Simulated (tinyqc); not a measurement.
Decay of LO phonons and the hot-phonon bottleneck in the cooling of electrons: one step, computed by the program tinyqc.

n(E, T) = 1/(exp(E/(k_B T)) - 1) is the Bose occupation. Electrons have a temperature T_e; the LO modes within their reach share one occupation N; the decay products stay at the lattice temperature.

Problem. Spontaneous emission time. Froehlich coupling alpha = (e^2/(4 pi eps_0)) (1/eps_inf - 1/eps_s) k_0/(2 hbar omega), k_0 = sqrt(m* hbar omega/(hbar^2/(2 m_0))); emission time tau_sp = hbar/(2 alpha hbar omega); bottleneck ratio r = (n/N_m) tau/tau_sp.

Inputs (values chosen for the exercise, modelled on zinc oxide):
```
quantity,value,unit
LO energy hbar omega,70,meV
lattice temperature T,500,K
electron mass m*,0.266,m_0
eps_inf,3.79,-
static dielectric constant eps_s,8.39,-
electron density n,5e+18,1/cm^3
"density of LO modes that the electrons reach, N_m",8.3e+19,1/cm^3
```

Decay channel: two unequal phonons (Ridley).

phonon lifetime tau = 0.5376967 ps

Constants: e^2/(4 pi eps_0) = 14.39964548 eV angstrom; hbar^2/(2 m_0) = 3.80998212 eV angstrom^2; hbar = 6.582119569e-16 eV s.

Give: alpha; emission time tau_sp; bottleneck ratio r.

Solution.

alpha = 1.040

emission time tau_sp = 4.520 fs

bottleneck ratio r = 7.166

r compares the rate at which electrons exchange quanta with a mode to its decay rate. Exchange outruns decay, so a hot population builds up if the power is high enough. Caution: alpha is above 1/2, so hbar/tau_sp exceeds hbar omega and the emission time, a weak-coupling result, is only rough.
